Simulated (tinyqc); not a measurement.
Two-band k.p model of the Delta valleys near the X point under shear strain: one step. The two bands along kz. Two cases, with inputs chosen for the exercise.

Task: kx = ky = 0, kz from 0 to 1.6 k0 in steps of 0.2 k0, with and without the strain.

Valley pair on the [001] axis, kz counted from the X point, c = hbar^2/2m0, k0 = kx0 2 pi/a. H = (c kz^2/ml + c (kx^2 + ky^2)/mt + c k0^2/ml) 1 + (2 c k0 kz/ml) sigma_z + (D exy - 2 c kx ky/Mp) sigma_x, so E = c kz^2/ml + c (kx^2 + ky^2)/mt + c k0^2/ml -/+ sqrt((2 c k0 kz/ml)^2 + (D exy - 2 c kx ky/Mp)^2). Without strain the lower band has its minima, E = 0, at kz = +/- k0. Shifts from diagonal strain are left out.

Constants: hbar^2/2m0 = 3.80998211 eV angstrom^2.

Case 1.

Values chosen (near those of Si; not measured data): a = 5.442 angstrom (lattice constant); ml = 0.908 m0 (longitudinal mass); mt = 0.197 m0 (transverse mass); kx0 = 0.153 2 pi/a (distance of the minimum from X); D = 14 eV (shear deformation potential); Mp = 0.231 m0 (coupling mass); exy = -0.0011 (shear strain).

Case 2.

Values chosen (near those of Si; not measured data): a = 5.433 angstrom (lattice constant); ml = 0.893 m0 (longitudinal mass); mt = 0.19 m0 (transverse mass); kx0 = 0.152 2 pi/a (distance of the minimum from X); D = 12.8 eV (shear deformation potential); Mp = 0.232 m0 (coupling mass); exy = 0.0029 (shear strain).

Give: a table of kz/k0, kz (1/angstrom), lower, upper, lower, no strain, upper, no strain.

Result:

Case 1.

Levels (eV):
```
kz/k0  kz (1/angstrom)    lower   upper  lower, no strain  upper, no strain
0.0             0.0000   0.1155  0.1463            0.1309            0.1309
0.2             0.0353   0.0816  0.1908            0.0838            0.1885
0.4             0.0707   0.0460  0.2578            0.0471            0.2566
0.6             0.1060   0.0202  0.3360            0.0209            0.3352
0.8             0.1413   0.0047  0.4248            0.0052            0.4242
1.0             0.1766  -0.0005  0.5242            0.0000            0.5237
1.2             0.2120   0.0049  0.6341            0.0052            0.6337
1.4             0.2473   0.0206  0.7545            0.0209            0.7542
1.6             0.2826   0.0469  0.8854            0.0471            0.8851
```

Case 2.

Levels (eV):
```
kz/k0  kz (1/angstrom)    lower   upper  lower, no strain  upper, no strain
0.0             0.0000   0.0947  0.1690            0.1318            0.1318
0.2             0.0352   0.0726  0.2016            0.0844            0.1898
0.4             0.0703   0.0411  0.2647            0.0475            0.2584
0.6             0.1055   0.0168  0.3418            0.0211            0.3375
0.8             0.1406   0.0020  0.4304            0.0053            0.4272
1.0             0.1758  -0.0026  0.5300            0.0000            0.5274
1.2             0.2109   0.0031  0.6403            0.0053            0.6381
1.4             0.2461   0.0192  0.7612            0.0211            0.7594
1.6             0.2813   0.0458  0.8929            0.0475            0.8912
```

Computed by tinyqc, one run a case: `OMP_NUM_THREADS=1 python tinyqc.py N N+1 out.jsonl` with N = 1051522, 1051581; one thread of a shared Intel(R) Xeon(R) Processor @ 2.30GHz, about 0.01 s a run at most.
